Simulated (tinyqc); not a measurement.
# Interface traps from C-V curves, high-low and Terman methods, step by step

Numbers from tinyqc (`OMP_NUM_THREADS=1 python tinyqc.py 2030161 2030162 out.jsonl`; about 0.01 s on one thread of a shared Intel Xeon 2.30GHz). Printed values are rounded.

MOS capacitor on an n-type substrate; psi is the band bending, negative in depletion; only majority carriers are counted. At the bending psi the Fermi level lies y = xi - psi below the conduction edge at the surface, xi = Vt ln(Nc/Nd). Dit(y) = D0 + D1 exp(-y/E1); traps fill up to the Fermi level, follow the bias and a slow signal, and do not follow a fast one. V is the gate voltage from flat band.

Values chosen for this exercise; band and dielectric values close to those of silicon:
```
symbol,value,unit,meaning
T,300,K,temperature
eps_r,11.5,,relative permittivity
Nc,2.77e19,cm^-3,conduction-band density of states at T
Nd,1.1e16,cm^-3,donor density
EOT,4.2,nm,equivalent oxide thickness
D0,3.8e11,cm^-2 eV^-1,trap density far from the band edge
D1,8.4e12,cm^-2 eV^-1,band-tail density at the conduction edge
E1,0.18,eV,decay energy of the tail
n,7,,points
pa,-0.55,V,deepest band bending
pb,-0.039,V,shallowest band bending
```

Constants: q = 1.602176634e-19 C, kB = 1.380649e-23 J/K, Vt = kB T/q, eps0 = 8.8541878128e-14 F/cm where lengths are in cm. Results are converted to the units shown.

Range of the model: Traps more than about 25 kB T below the conduction edge emit electrons too slowly to follow an ordinary sweep, so the deepest points are idealised.

## The curves

Cox = 3.9 eps0/EOT, LD = sqrt(eps0 eps_r Vt/(q Nd)), u = psi/Vt, Cd = (eps0 eps_r/(sqrt(2) LD)) |exp(u) - 1|/sqrt(exp(u) - u - 1). Ideal V0 = psi - sqrt(2) (eps0 eps_r Vt/LD) sqrt(exp(u) - u - 1)/Cox for psi < 0; the traps add dV = (q/Cox) times the integral of Dit from 0 to psi = (q/Cox) [D0 psi + D1 E1 exp(-xi/E1) (exp(psi/E1) - 1)]. 1/C_HF = 1/Cox + 1/Cd, 1/C_LF = 1/Cox + 1/(Cd + q Dit). Take n equally spaced psi from pa to pb.

| point | psi (V) | y (eV) | Dit (cm^-2 eV^-1) | V0 (V) | V (V) | C_HF (nF/cm^2) | C_LF (nF/cm^2) |
|---|---|---|---|---|---|---|---|
| 0 | -0.550000 | 0.752455 | 5.08469e11 | -0.602754 | -0.734657 | 39.3922 | 106.872 |
| 1 | -0.464833 | 0.667288 | 5.86197e11 | -0.513111 | -0.635981 | 42.8538 | 118.993 |
| 2 | -0.379667 | 0.582121 | 7.10954e11 | -0.423009 | -0.535196 | 47.4519 | 136.912 |
| 3 | -0.294500 | 0.496955 | 9.11195e11 | -0.332267 | -0.431124 | 53.9959 | 163.305 |
| 4 | -0.209333 | 0.411788 | 1.23259e12 | -0.240546 | -0.321823 | 64.4290 | 201.770 |
| 5 | -0.124167 | 0.326621 | 1.74844e12 | -0.147039 | -0.203914 | 84.8758 | 257.431 |
| 6 | -0.039000 | 0.241455 | 2.57640e12 | -0.049009 | -0.070536 | 140.757 | 340.985 |

Cox = 822.175 nF/cm^2

At the deepest bending the traps stretch the gate voltage from -0.603 to -0.735 V.

## High-low extraction

q Dit = (1/C_LF - 1/Cox)^(-1) - (1/C_HF - 1/Cox)^(-1) at each point.

| point | Dit by high-low (cm^-2 eV^-1) |
|---|---|
| 0 | 5.08469e11 |
| 1 | 5.86197e11 |
| 2 | 7.10954e11 |
| 3 | 9.11195e11 |
| 4 | 1.23259e12 |
| 5 | 1.74844e12 |
| 6 | 2.57640e12 |

With a true high-frequency curve this returns Dit exactly.

## Terman extraction

psi at each point follows from C_HF and the ideal curve. Dit = (Cox/q) d(V - V0)/dpsi by central differences over the two neighbours.

Dit by Terman, point 1 to 5 (cm^-2 eV^-1): [5.93977e11, 7.23442e11, 9.31237e11, 1.26476e12, 1.80007e12]

The differences overstate the curved tail; the largest error is 3.0 %, at point 5.
